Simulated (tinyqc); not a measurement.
Heisenberg spin cluster by exact diagonalisation: multiplets, susceptibility, level crossings: one step, computed by the program tinyqc.

H = J1 sum S_i.S_j over the bonds 1-2, 2-3, 3-4, 4-5, 5-6, 6-1 + J2 sum over 1-3, 2-4, 3-5, 4-6, 5-1, 6-2 - g mu_B B S_z; J > 0 is antiferromagnetic.

Problem. Thermal averages at zero field. Z = sum k (2S + 1) exp(-E/(k_B T)) over the table, k the number of multiplets; <S^2> likewise with the factor S (S + 1); chi T = N_A g^2 mu_B^2 <S^2>/(3 k_B) = 0.125049 g^2 <S^2> cm^3 K/mol (cgs, per mole of clusters); C = (<E^2> - <E>^2)/(k_B T)^2; entropy = ln Z + <E>/(k_B T).

Inputs (values chosen for the exercise, for a model cluster): g factor = 1.96; temperature T = 20 K.

Cluster: ring of six with second neighbours J2. Spin s of each site: 0.5.

Levels at B = 0:
```
E (meV)    total S  number of multiplets
-1.044000        3                     1
-0.997447        0                     1
-0.938897        1                     2
-0.906000        2                     2
-0.768000        1                     1
-0.359275        1                     1
0.000000         2                     2
0.138000         0                     2
0.768000         2                     1
0.906000         1                     2
1.044000         0                     1
1.076897         1                     2
2.171275         1                     1
2.809447         0                     1
```

Constants: k_B = 8.617333262e-05 eV/K.

Give: <S^2>; chi T; heat capacity; entropy.

Solution.

<S^2> = 5.2587

chi T = 2.5262 cm^3 K/mol

heat capacity = 0.19255 k_B

entropy = 4.0411 k_B

Free spins would give <S^2> = 4.5 and the entropy 4.159 k_B; chi T is 117 % of the free value.
